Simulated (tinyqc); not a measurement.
A run and its error bars: classical Heisenberg spin chain: exact results, Metropolis, heat-bath and over-relaxation steps, and a Monte Carlo run. Computed by tinyqc, a small Python program. Command: `OMP_NUM_THREADS=1 python tinyqc.py 3130176 3130177 out.jsonl heismc walk`. One thread of a shared host (Intel(R) Xeon(R) Processor @ 2.30GHz), about 0.2 s of CPU time with the checks.

E = -J sum_i s_i . s_(i+1) for unit vectors s_i on an open chain; K = J/(k_B T).

Inputs (values chosen for the exercise, for a model chain of large moments): coupling J = -14 meV; temperature T = 60.3 K; moment mu = 5.5 mu_B; length N of the open chain = 16; seed = 382698.

Update: heat bath with over-relaxation.

Constants: k_B = 8.617333262e-05 eV/K; mu_B = 5.7883818060e-05 eV/T.

Method:
- Each bond angle is independent, so u = <s_i . s_(i+1)> = coth K - 1/K, <s_i . s_(i+n)> = u^n, correlation length xi = -1/ln|u|, energy per bond -J u, heat capacity per bond c/k_B = 1 - K^2/sinh^2 K, and for the long chain chi = mu^2 (1 + u)/(3 k_B T (1 - u)) per spin.
- For N spins, <|sum s|^2>/N = (1 + u)/(1 - u) - 2 u (1 - u^N)/(N (1 - u)^2); the long chain has (1 + u)/(1 - u), chi over the Curie value, and the difference is relative to it.
- From the ordered state (alternating for J < 0), with each spin drawn from exp(h . s), h = K x sum of neighbours, 200 sweeps are discarded and 1600 recorded (even and odd sites in turn, each heat-bath sweep followed by two sweeps of reflections; random numbers not printed, so these rows are one sample). Errors are the scatter of block means over sqrt(number of blocks).

K = -2.69425

u = -0.638019

<|sum s|^2>/N = 0.250689

Blocking:
```
block length  mean bond product      error  <|sum s|^2>/N      error
1                      -0.63940  0.0022723        0.25107  0.0052229
4                      -0.63940  0.0027065        0.25107  0.0052167
16                     -0.63940  0.0030956        0.25107  0.0053520
40                     -0.63940  0.0031915        0.25107  0.0052455
80                     -0.63940  0.0036077        0.25107  0.0045340
```

With blocks of 40 the bond product is 0.4 error bars from the exact u = -0.6380, and <|sum s|^2>/N is 0.1 from the exact 0.251. Blocking to 40 changes the two errors by factors 1.4 and 1.0.
